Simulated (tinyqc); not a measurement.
Bias-temperature instability from a Gaussian distribution of capture and emission barriers: one step, computed by the program tinyqc. Command: `OMP_NUM_THREADS=1 python tinyqc.py 3012152 3012153 out.jsonl bti walk`. One thread of a shared host (Intel(R) Xeon(R) Processor @ 2.30GHz), about 0.01 s of CPU time with the checks.

Each trap has a capture time tau_0 exp(E_c/(k_B T)) under stress and an emission time tau_0 exp(E_e/(k_B T)) after it. E_c is Gaussian, and E_e = E_c + d with d Gaussian and independent. A trap counts as filled once t_s exceeds its capture time and as emptied once t_r exceeds its emission time.

Question. Lifetime. Demarcation energies E_s = k_B T ln(t_s/tau_0), E_r = k_B T ln(t_r/tau_0); mean barrier mu = mu_c - k_F F; z = (E_s - mu)/sigma_c; Phi is the standard normal distribution. Temperatures in kelvin are T(C) + 273.15. Solve V_max Phi(z) = criterion for t_s; the power-law extrapolation from the stress point is t_s (criterion/dV0)^(1/n); 1 year = 3.15576e7 s.

Inputs (values chosen for the exercise, for a model p-channel transistor): shift with all traps filled V_max = 95 mV; spread of capture barriers sigma_c = 0.39 eV; time constant tau_0 = 7e-09 s; temperature T = 60 C; stress time t_s = 300 s; failure criterion = 20 mV.

mean barrier mu = 1.5456 eV

shift without recovery dV0 = 1.458126 mV

time exponent n = 0.1852470

Constants: k_B = 8.617333262e-05 eV/K.

Give: log10 of the lifetime in s; log10 of the power-law estimate in s.

Answer.

log10 of the lifetime in s = 10.48

log10 of the power-law estimate in s = 8.616

The power law gives a time shorter by 1.86 decades, since n falls as traps fill; ten years is log10 = 8.50.
